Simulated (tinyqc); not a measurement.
What moves the results: density of states of one tight-binding band on the triangular lattice. A value that a table varies takes the place of the one given here.

E(k) = -2 t (cos 2 pi k1 + cos 2 pi k2 + cos 2 pi (k1 + k2)); k in fractions of the reciprocal vectors, mesh k_i = j/N with j = 0 .. N-1. Densities are per cell and per spin, so the band holds one state.

Each cell of the mesh is cut along (i+1, j)-(i, j+1) into two triangles. For corner energies e1 <= e2 <= e3 and eij = ei - ej, the share of the triangle below E is n = (E - e1)^2/(e21 e31) for e1 < E < e2 and n = 1 - (e3 - E)^2/(e31 e32) for e2 < E < e3; its density of states is g = dn/dE.

Gaussian broadening: g(E) = mean over the mesh of exp(-(E - E_k)^2/(2 sigma^2))/(sigma sqrt(2 pi)), n(E) = mean of erfc((E_k - E)/(sigma sqrt 2))/2.

Values chosen for the exercise:
```
symbol  value  unit  meaning
t       2.11   eV    nearest hopping
N2      12           mesh points along each axis in this comparison
sigma   1.055  eV    Gaussian width
E       -1.09  eV    energy at which the density is wanted
```

## Three ways to the same curve

N = N2 here; the reference is the linear method with N = 240.

g(E) (1/eV):
```
E (eV)   reference  linear triangles  Gaussian, sigma  Gaussian, sigma/4  reference n(E)
-10.933      0.023             0.022            0.021              0.005           0.039
-9.207       0.025             0.027            0.029              0.047           0.081
-7.480       0.028             0.028            0.022              0.000           0.127
-5.754       0.031             0.031            0.038              0.126           0.177
-4.027       0.034             0.035            0.029              0.048           0.233
-2.301       0.040             0.039            0.045              0.051           0.296
-0.575       0.047             0.049            0.045              0.006           0.371
1.152        0.060             0.058            0.064              0.042           0.462
2.878        0.087             0.094            0.095              0.048           0.584
4.604        0.140             0.146            0.121              0.125           0.817
```

How do the results move?

Root-mean-square errors against the reference: 0.0032 for linear triangles, 0.0079 for sigma and 0.0384 for sigma/4. The narrow Gaussian is worse than the wide one, because it resolves the separate mesh levels. The reference is highest at 4.604 eV of the energies listed, and half filling lies between 1.152 and 2.878 eV.

## Convergence with the mesh

At the energy E; the plain count is the share of mesh points below E; the reference is the linear method with N = 240.

Results:
```
N   points  g linear  n linear  g Gaussian  n Gaussian  n plain count
4       16    0.0609    0.3524      0.0017      0.4369         0.4375
6       36    0.0501    0.3374      0.0765      0.3584         0.3611
8       64    0.0443    0.3446      0.0430      0.3253         0.2969
12     144    0.0466    0.3457      0.0497      0.3541         0.3819
16     256    0.0448    0.3467      0.0433      0.3494         0.3320
24     576    0.0449    0.3469      0.0452      0.3498         0.3455
48    2304    0.0446    0.3469      0.0452      0.3497         0.3494
```

reference n and g: 0.3470  0.0445

What can be read from the table?

The linear n(E) stays within 0.002 of the reference from N = 12 on. The Gaussian g stays within 1 % of its last value from N = 24 on; it tends to the broadened curve, not the true one. At the last mesh it lies +0.001 1/eV from the reference g and the linear g 0.000. The plain count errs by +0.0024 at the last mesh.

## Critical points

The gradient vanishes at these points by symmetry; the signs of the eigenvalues of the second-derivative matrix give the type.

Critical points:
```
point                 k    E (eV)  positive  negative     type
Gamma            (0, 0)  -12.6600         2         0  minimum
M              (0.5, 0)    4.2200         1         1   saddle
K      (0.3333, 0.3333)    6.3300         0         2  maximum
```

What does this show?

Gamma is a minimum at -12.660 eV: g has a step there. M is a saddle at 4.220 eV: g diverges logarithmically there. K is a maximum at 6.330 eV: g has a step there.

## What moves the count of states

Linear method and Gaussian sum with N = 48. Each row changes one parameter from the base and keeps the others.

Results:
```
case             n linear  g linear (1/eV)  n Gaussian  g Gaussian (1/eV)
base               0.3469           0.0446      0.3497             0.0452
t = 2.321 eV       0.3514           0.0410      0.3538             0.0415
E = -0.879 eV      0.3565           0.0457      0.3594             0.0463
sigma = 2.11 eV    0.3469           0.0446      0.3595             0.0485
```

What does this show?

The largest shifts from the base row, up to three for each result and ties (the steps differ in size, so this ranks the rows, not the parameters). n linear: E +0.0095, t +0.0044; unchanged at the printed digits by sigma. g linear (1/eV): t -0.0035, E +0.0011; unchanged at the printed digits by sigma. n Gaussian: sigma +0.0098, E +0.0097, t +0.0040. g Gaussian (1/eV): t -0.0038, sigma +0.0033, E +0.0011.

(tinyqc, `OMP_NUM_THREADS=1 python tinyqc.py 1681868 1681869 out.jsonl`, Intel(R) Xeon(R) Processor @ 2.30GHz, 1 thread, shared host, about 0.09 s.)
